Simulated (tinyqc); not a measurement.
Nuclear against electronic stopping over energy: ion implantation: universal nuclear stopping, Lindhard-Scharff electronic stopping and a Gaussian range profile. Computed by tinyqc, a small Python program. Command: `OMP_NUM_THREADS=1 python tinyqc.py 3013147 3013148 out.jsonl implant walk`. One thread of a shared host (Intel(R) Xeon(R) Processor @ 2.30GHz), about 0.09 s of CPU time with the checks.

An ion slows by elastic collisions with screened nuclei and by friction with electrons; channelling is ignored and the target is uniform.

Inputs (values chosen for the exercise, modelled on nitrogen ions in aluminium):

| quantity | value | unit |
|---|---|---|
| ion atomic number Z1 | 7 | - |
| ion mass M1 | 14 | u |
| target atomic number Z2 | 13 | - |
| target mass M2 | 26.98 | u |
| target density N | 60.2 | 1/nm^3 |
| scale factor of electronic stopping k | 1.2 | - |

Method:
- Reduced energy eps = 32.53 M2 E/(Z1 Z2 (M1 + M2)(Z1^0.23 + Z2^0.23)), E in keV; s_n = ln(1 + 1.1383 eps)/(2 (eps + 0.01321 eps^0.21226 + 0.19593 eps^0.5)) for eps up to 30 and ln(eps)/(2 eps) above; S_n = 8.462 Z1 Z2 M1 s_n/((M1 + M2)(Z1^0.23 + Z2^0.23)) in 1e-15 eV cm^2.
- S_e = k 3.83 Z1^(7/6) Z2/(Z1^(2/3) + Z2^(2/3))^(3/2) sqrt(E/M1) in 1e-15 eV cm^2, E in keV.
- Path length R = int_0^E dE'/(N (S_n + S_e)); energy lost to nuclei nu = int_0^E S_n/(S_n + S_e) dE' (both with E' = E y^3 and 64 Gauss-Legendre points in y).

Stopping (1e-15 eV cm^2) and range:

| E (keV) | eps | S_n | S_e | R (nm) | nu/E |
|---|---|---|---|---|---|
| 1 | 6.9870e-02 | 23.136 | 5.55 | 9.4 | 0.83460 |
| 2 | 1.3974e-01 | 26.003 | 7.85 | 14.7 | 0.81046 |
| 5 | 3.4935e-01 | 27.483 | 12.41 | 28.1 | 0.75965 |
| 10 | 6.9870e-01 | 26.125 | 17.55 | 47.8 | 0.70024 |
| 20 | 1.3974e+00 | 22.622 | 24.82 | 84.2 | 0.61654 |
| 50 | 3.4935e+00 | 16.164 | 39.25 | 181.0 | 0.46887 |
| 100 | 6.9870e+00 | 11.375 | 55.51 | 316.9 | 0.34501 |
| 200 | 1.3974e+01 | 7.497 | 78.50 | 534.4 | 0.23275 |
| 500 | 3.4935e+01 | 3.972 | 124.12 | 1000.2 | 0.12366 |

What follows from these numbers?

Nuclear stopping peaks near 5 keV among these rows (eps = 0.35; the universal curve peaks near 0.3). Electronic stopping overtakes it between 10 and 20 keV. The path length grows as E^0.64 at the low end and E^0.68 at the high end; constant stopping would give E^1, and stopping that rises with E, be it nuclear (below its peak) or electronic, gives a lower exponent.

Extremes, crossings and ranges named in words are read from the listed rows.
